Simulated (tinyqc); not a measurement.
What each parameter does: six-band hole subbands of a thin body in a field.

Basis X, Y, Z times spin, hole energies counted downwards from the unstrained edge (the hydrostatic shift is left out), c = hbar^2/2m0. For a symmetric tensor T let C(T) have C_XX = L Txx + M (Tyy + Tzz), C_XY = N Txy (cyclic), L = c (g1 + 4 g2), M = c (g1 - 2 g2), N = 6 c g3. k = q + kz n, n the unit normal, q = k1 u + k2 v with u along the channel [1-10] and v = n x u. H = C(k k^T) + (Dso/3)(1 - L.sigma) - B + e F z with (L_k)_ij = -i epsilon_kij; B is the block C built from the traceless strain with 2b, -b and sqrt(3) d in place of L, M, N. Strain: exx = eyy = (s11 + s12) sx/2, ezz = s12 sx, exy = -s44 sx/4. Hard walls at z = 0 and t; basis sin(j pi z/t), j = 1 to Nz: kz^2 = (j pi/t)^2, kz = -i D with D_jl = 4 j l/(t (j^2 - l^2)), z_jj = t/2 and z_jl = -8 t j l/(pi (j^2 - l^2))^2 for j + l odd; 1 MV/cm = 0.01 eV/angstrom.

Nz = 14. E1 is the top subband at q = 0, gap the distance to the next pair, and the masses are c q^2/(E(q) - E1) at |q| = 0.02 1/angstrom (mean of the spin pair) along the channel [1-10] and across it in the plane; a dash marks a band that does not rise.

Constants: hbar^2/2m0 = 3.80998211 eV angstrom^2.

Parameters, chosen for this exercise (near those of a p-type Si channel; shifted at random, so the results belong to these values and not to a real crystal):
```
symbol  value                 unit      meaning
g1      4.27                            Luttinger gamma1
g2      0.34                            gamma2
g3      1.44                            gamma3
Dso     0.044                 eV        spin-orbit splitting
b       -2.14                 eV        tetragonal potential
d       -4.83                 eV        trigonal potential
S       (7.68, -2.12, 12.54)  1/TPa     compliances s11, s12, s44
face    110                             surface
t       40                    angstrom  body thickness
F       0.8                   MV/cm     field across the body
sx      0                     GPa       stress along the channel [1-10], negative in compression
```

Six bands.

Results for these values:
```
case  E1 (meV)  gap (meV)  m channel (m0)  m across (m0)
base     110.0       72.0           0.116          0.279
```

What happens to each result for g2 = 0.39, all else kept?

Answer: E1 rises from 110.0 to 115.1; gap rises from 72.0 to 75.8; m channel does not change at the printed digits; m across rises from 0.279 to 0.287.

The same for each parameter in turn:
```
case             E1 (meV)  gap (meV)  m channel (m0)  m across (m0)
base                110.0       72.0           0.116          0.279
t = 50 angstrom     110.0       71.9           0.116          0.279
F = 1.1 MV/cm       133.1       89.1           0.115          0.279
sx = -0.5 GPa        91.8       72.2           0.115          0.279
g3 = 1.34           135.2       90.7           0.120          0.279
g2 = 0.39           115.1       75.8           0.116          0.287
Dso = 0.066 eV      115.7       71.7           0.116          0.279
d = -3.86 eV        110.0       72.0           0.116          0.279
```

Program tinyqc; command `OMP_NUM_THREADS=1 python tinyqc.py 1250195 1250196 out.jsonl`; about 0.4 s on one thread of a shared Intel(R) Xeon(R) Processor @ 2.30GHz.
